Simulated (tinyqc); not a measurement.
# Gate voltage from the surface potential

Inverse problem. At the source end, Vgs + Vsb - Vfb - psi = gamma sqrt(G), G = psi - Vt + Vt exp((psi - 2 phiF - Vsb)/Vt), and the voltage over the insulator is gamma sqrt(G). Find that voltage and Vgs.

Values chosen for this exercise: temperature T = 273 K; flat-band voltage Vfb = -0.61 V; source-body reverse bias Vsb = 0.5 V.

Constants: q = 1.602176634e-19 C, kB = 1.380649e-23 J/K, Vt = kB T/q. Results are converted to the units shown.

psi = 1.0686814 V
phiF = 0.34868968 V
gamma = 0.13822551 V^0.5

Solution. In this direction the relation is explicit: no iteration is needed.

voltage over the insulator = 0.1413 V
Vgs = 0.1000 V

tinyqc, about 0.06 s, one thread, Intel Xeon 2.30GHz (shared host): `OMP_NUM_THREADS=1 python tinyqc.py 2360166 2360167 out.jsonl`
